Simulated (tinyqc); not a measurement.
# Four-point probe at the centre of a round wafer

Four collinear probes with spacing s at the centre of a thin disc of diameter d with an insulating edge: Rs = C V/I, C = pi/{ln 2 + ln[((d/s)^2 + 3)/((d/s)^2 - 3)]}; C tends to pi/ln 2 = 4.5324. x = d/s.

Inputs (values chosen for the exercise): sheet density of the layer ns = 5.2e12 cm^-2; drift mobility mu = 1000 cm^2/(V s); current I = 10 uA.

Constants: q = 1.602176634e-19 C. Results are converted to the units shown.

Four-point probe at the centre of a round wafer:

| x | C | C over its limit | V for Rs = 1/(q ns mu) (mV) |
|---|---|---|---|
| 3 | 2.266 | 0.5000 | 5.297 |
| 3.5 | 2.633 | 0.5810 | 4.558 |
| 4 | 2.929 | 0.6462 | 4.098 |
| 5 | 3.362 | 0.7419 | 3.570 |
| 7.5 | 3.927 | 0.8665 | 3.056 |
| 10 | 4.171 | 0.9203 | 2.878 |
| 15 | 4.364 | 0.9630 | 2.750 |
| 20 | 4.436 | 0.9788 | 2.706 |
| 40 | 4.508 | 0.9946 | 2.663 |
| 100 | 4.528 | 0.9991 | 2.651 |

C rises from 2.266 to 4.528. Using 4.5324 overstates Rs by 100 % in the first row and by under 1 % from d/s = 40 on among the rows.

Computed by the program tinyqc: `OMP_NUM_THREADS=1 python tinyqc.py 2850216 2850217 out.jsonl`, one thread of a shared Intel Xeon 2.30GHz, about 0.01 s for the whole run.
